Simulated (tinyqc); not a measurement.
From results back to parameters: standing waves and exposure in a photoresist film. Three cases, with inputs chosen for the exercise.

Problem. Bleaching of a resist on an index-matched plate: T(0) = T12 exp(-(A + B) d), T(end) = T12 exp(-B d), T12 = 1 - ((n1 - 1)/(n1 + 1))^2, and the first slope dT/dD = T(0) C A T12 (1 - exp(-(A + B) d))/(A + B). Here d = dT and D is the dose; A, B and C are hidden.

Find: A; B; C.

Method. A = ln(T(end)/T(0))/d, B = ln(T12/T(end))/d, and the slope then gives C.

Case 1.

Values chosen (out of a larger set: a resist on polySi, indices near tabulated ones; not measured data): n1 = 1.729 (resist index); dT = 0.498 micrometre (resist thickness on an index-matched plate).

T(0) = 0.652064
T(end) = 0.699148
dT/dD = 0.00042673 cm^2/mJ

Solution.

A = 0.14 1/micrometre
B = 0.57 1/micrometre
C = 0.012 cm^2/mJ

Case 2.

Values chosen (out of a larger set: a resist on Cu, indices near tabulated ones; not measured data): n1 = 1.725 (resist index); dT = 0.942 micrometre (resist thickness on an index-matched plate).

T(0) = 0.386944
T(end) = 0.829896
dT/dD = 0.0069446 cm^2/mJ

Solution.

A = 0.81 1/micrometre
B = 0.12 1/micrometre
C = 0.038 cm^2/mJ

Case 3.

Values chosen (out of a larger set: a resist on Cu, indices near tabulated ones; not measured data): n1 = 1.738 (resist index); dT = 0.559 micrometre (resist thickness on an index-matched plate).

T(0) = 0.592961
T(end) = 0.609768
dT/dD = 0.00029742 cm^2/mJ

Solution.

A = 0.05 1/micrometre
B = 0.75 1/micrometre
C = 0.024 cm^2/mJ

Computed by tinyqc, one run a case: `OMP_NUM_THREADS=1 python tinyqc.py N N+1 out.jsonl` with N = 1681985, 1682042, 1682046; one thread of a shared Intel(R) Xeon(R) Processor @ 2.30GHz, about 0.01 s a run at most.
